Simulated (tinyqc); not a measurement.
Do the excited 1s states matter for ionisation? Model: valley-orbit splitting of a donor ground state, with strain. Computed by tinyqc, a small Python program. Command: `OMP_NUM_THREADS=1 python tinyqc.py 3017474 3017475 out.jsonl valleyorbit walk`. One thread of a shared host (Intel(R) Xeon(R) Processor @ 2.30GHz), about 0.01 s of CPU time with the checks.

The basis is the 1s envelope in each valley; energies are counted from the unstrained conduction-band edge. The strain is e_s (a a^T - 1/3) for the unit stress axis a, so valley j along n_j moves by Xi_u e_s w_j with w_j = (n_j.a)^2 - 1/3: +2/3 for [111], -2/9 for the others.

Inputs (values chosen for the exercise, modelled on donors in germanium):
```
quantity                                    value   unit
single-valley binding energy E_0             9.65    meV
central-cell shift Lambda                    0.61    meV
coupling Delta_1                              0.8    meV
shear deformation potential Xi_u               16     eV
donor density N_D                         6.3e+15  cm^-3
density-of-states mass of one valley m_e    0.214    m_0
```

Valleys: four along <111>. Stress axis: [111].

Constants: k_B = 8.617333262e-05 eV/K; m_0 = 9.1093837015e-31 kg; k_B = 1.380649e-23 J/K; h = 6.62607015e-34 J s.

Method:
- By symmetry: E(A1) = E_0 + Lambda + 3 Delta_1 (one state), E(T2) = E_0 + Lambda - Delta_1 (three), as binding energies.
- H_jj = -(E_0 + Lambda) + Xi_u e_s w_j; H_jk = -Delta_1 between any two valleys.
- z = sum over levels of exp(-(E - E_ground)/k_B T), the ground-state share being 1/z; N_c = 2 (2 pi m_e k_B T/h^2)^(3/2) sum_j exp(-(shift_j - lowest shift)/k_B T); n1 = N_c/(2 z) exp(-binding/k_B T), binding = lowest shift - E_ground; without compensation n = 2 N_D/(1 + sqrt(1 + 4 N_D/n1)) (Boltzmann statistics; p and higher states left out).
- No strain here. The last two columns set z = 1, with the A1 depth, or use one level at E_0 with z equal to the number of valleys.

E(A1) = 12.66 meV

Ionised share:
```
T (K)       z  all 1s states  ground state alone  no splitting
7.3    1.0185     7.3111e-05          7.3785e-05    4.0354e-04
12.0   1.1359     5.1607e-03          5.4993e-03    1.1748e-02
18.0   1.3812     4.7751e-02          5.5879e-02    7.3049e-02
27.0   1.7583     2.0436e-01          2.6113e-01    2.5102e-01
37.0   2.0996     4.2137e-01          5.4276e-01    4.6891e-01
59.0   2.5987     7.4623e-01          8.6791e-01    7.6995e-01
98.0   3.0538     9.2119e-01          9.7131e-01    9.2684e-01
```

z grows from 1.019 to 3.05 of at most 4. Leaving out the excited states overstates the ionised share by up to 28.8 % (at 37.0 K); ignoring the splitting misses by a factor 5.52 at the lowest T and 1.01 at the highest.

Extremes, crossings and ranges named in words are read from the listed rows.
